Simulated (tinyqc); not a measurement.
# Crystal pulling from the melt: segregation, interface stability, heat balance and point-defect regime, step by step

A worked calculation. Computed by tinyqc, a small Python program that keeps every step. Command: `OMP_NUM_THREADS=1 python tinyqc.py 3018775 3018776 out.jsonl pull walk`. One thread of a shared host (Intel(R) Xeon(R) Processor @ 2.30GHz), about 0.01 s of CPU time with the checks. Intermediate numbers are printed to about 6 digits and carried at full precision; extremes and crossings named in words are read from the listed rows.

A dilute solute; steady pulling with a flat interface unless it is found unstable.

Inputs (values chosen for the exercise, for a model semiconductor): equilibrium coefficient k0 = 0.028; initial melt concentration C0 = 2.7e+16 1/cm^3; diffusivity in the melt D = 0.0001 cm^2/s; kinematic viscosity nu = 0.0036 cm^2/s; crystal rotation = 2 rpm; pull rate V = 0.52 mm/min; gradient in the melt G_L = 13 K/cm; solid conductivity k_S = 22.8 W/(m K); melt conductivity k_L = 65.8 W/(m K); latent heat per volume L = 4160 J/cm^3; melting point T_m = 1685 K; interface energy gamma = 0.41 J/m^2; frozen fraction g = 0.7; critical ratio xi_c = 0.14 mm^2/(min K).

Loss from the melt surface: none.

Constants: k_B = 1.380649e-23 J/K.

## Boundary layer and effective coefficient

delta = 1.61 D^(1/3) nu^(1/6) omega^(-1/2), omega = 2 pi rpm/60; k_eff = k0/[k0 + (1 - k0) exp(-V delta/D)] (Burton, Prim and Slichter); the melt at the interface is enriched by k_eff/k0.

boundary layer delta = 639.264 micrometre

V delta/D = 0.554029

k_eff = 0.0477375

enrichment at the interface = 1.70491

k_eff has moved 2.0 % of the way from k0 to 1. A 10 % ripple of V gives striations of 5.28 % in C_s, since d ln k_eff/d ln V = (1 - k_eff) V delta/D.

## Concentration at the frozen fraction g

Axial profile: C_s = k_eff C0 (1 - g)^(k_eff - 1); bulk melt C_L = C_s/k_eff. Usable fraction: the g at which C_s has changed by 30 % from its first value (0.99 at most).

C_s = 4.05641e+15 1/cm^3

C_L = 8.49731e+16 1/cm^3

usable fraction = 0.240820

C_s rises along the crystal.

## Heat balance and the ratio V/G

k_S G_S = k_L G_L + L V; the largest rate for this G_S, with G_L = 0, is k_S G_S/L. Voronkov: the crystal grows vacancy-rich if V/G_S > xi_c and interstitial-rich if below; at fixed G_L the neutral rate solves V = xi_c G_S(V).

gradient in the solid G_S = 53.3304 K/cm

largest rate = 1.75375 mm/min

V/G_S = 0.0975053 mm^2/(min K)

neutral pull rate = 0.914633 mm/min

V/G_S is 0.70 xi_c: interstitials survive and can form dislocation loops. Latent heat makes up 30 % of the flux.

## Constitutional supercooling

Liquidus slope per concentration (van 't Hoff): |m| = k_B T_m^2 (1 - k0)/L. Solute gradient at the interface: G_C = (V/D) C_s (1 - k0)/k0. Constitutional supercooling sets in when |m| G_C > G_L. Critical C_s from the equality.

|m| = 9.15917e-21 K cm^3

|m| G_C = 0.0111778 K/cm

critical C_s = 4.71766e+18 1/cm^3

ratio |m| G_C/G_L = 8.59834e-04

The interface is stable by this test, with a margin of 1200.

## Morphological stability

Liquidus slope per concentration (van 't Hoff): |m| = k_B T_m^2 (1 - k0)/L. Solute gradient at the interface: G_C = (V/D) C_s (1 - k0)/k0. Constitutional supercooling sets in when |m| G_C > G_L. Mullins-Sekerka for a thick solute layer: a ripple of wave number w grows if S(w) = -Gam w^2 - G* + |m| G_C (w* - V/D)/(w* - (1 - k0) V/D) > 0, Gam = gamma T_m/L, G* = (k_S G_S + k_L G_L)/(k_S + k_L), w* = V/(2D) + sqrt((V/(2D))^2 + w^2). The critical C_s is that at which the maximum of S over w is zero.

critical C_s, Mullins-Sekerka = 8.54260e+18 1/cm^3

wavelength at onset = 1079.39 micrometre

ratio to the constitutional value = 1.81077

The full theory allows 1.81 times more solute: the weighted gradient G* replaces G_L, and capillarity and lateral diffusion help. At g the interface is stable. Caution: the onset wavelength exceeds the stirred boundary layer, so flow cuts off the solute field assumed in this theory.

## Along the crystal

Axial profile: C_s = k_eff C0 (1 - g)^(k_eff - 1); bulk melt C_L = C_s/k_eff.

Axial profile:
```
g     C_s (1/cm^3)  C_s/C_s(0)  the same for k0, no loss  C_s over constitutional limit  C_s over Mullins-Sekerka limit
0.00   1.28891e+15      1.0000                    1.0000                     0.00027321                      0.00015088
0.20   1.59407e+15      1.2368                    1.2422                     0.00033789                      0.00018660
0.40   2.09644e+15      1.6265                    1.6430                     0.00044438                      0.00024541
0.60   3.08438e+15      2.3930                    2.4367                     0.00065379                      0.00036106
0.75   4.82551e+15      3.7439                    3.8477                     0.00102286                      0.00056488
0.85   7.84876e+15      6.0894                    6.3218                     0.00166370                      0.00091878
0.92   1.42814e+16     11.0802                   11.6465                     0.00302721                      0.00167178
0.97   3.63416e+16     28.1955                   30.2161                     0.00770331                      0.00425416
```

C_s changes by a factor 28.2 up to g = 0.97, against 30.2 for k0 without loss. Neither limit is reached.

Checks made by the program: the striation formula against a difference (relative difference below 1e-10).
